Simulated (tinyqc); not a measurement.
Semiconductor laser, carrier and photon rate equations: one step of the calculation.

Carrier density N and photon density S in one mode: dN/dt = F1 = eta I/(q V) - (A N + B N^2 + C N^3) - vg g S; dS/dt = F2 = G vg g S + G be B N^2 - S/tp, with g = g0 ln(N/Ntr)/(1 + ec S). Output power P = Fo Eph S V/(G tp). No heating, no carrier transport.

Task. Threshold. gth = 1/(G vg tp), Nth = Ntr exp(gth/g0), Ith = q V (A Nth + B Nth^2 + C Nth^3)/eta. Above it S is near G tp eta (I - Ith)/(q V). Carrier lifetime at threshold Nth/(A Nth + B Nth^2 + C Nth^3).

Values chosen for this exercise:
- V = 1.5e-12 cm^3 (active volume)
- G = 0.112 (confinement factor)
- vg = 7.78e9 cm/s (group velocity)
- g0 = 2500 1/cm (gain coefficient)
- Ntr = 1.5e18 cm^-3 (transparency density)
- tp = 2.2 ps (photon lifetime)
- A = 1.5e8 1/s (defect recombination coefficient)
- B = 1e-10 cm^3/s (radiative coefficient)
- C = 2e-29 cm^6/s (Auger coefficient)
- eta = 0.74 (injection efficiency)
- I = 1.2 mA (drive current)

Constants: q = 1.602176634e-19 C. Results are converted to the units shown.

Wanted: gth; Nth; Ith; estimate of S; carrier lifetime.

Result.

gth = 521.65 1/cm
Nth = 1.8480e18 cm^-3
Ith = 0.24194 mA
estimate of S = 7.2688e14 cm^-3
carrier lifetime = 2.4807 ns

Program tinyqc, `OMP_NUM_THREADS=1 python tinyqc.py 2840112 2840113 out.jsonl`; Intel Xeon 2.30GHz, shared host, one thread, about 0.01 s.
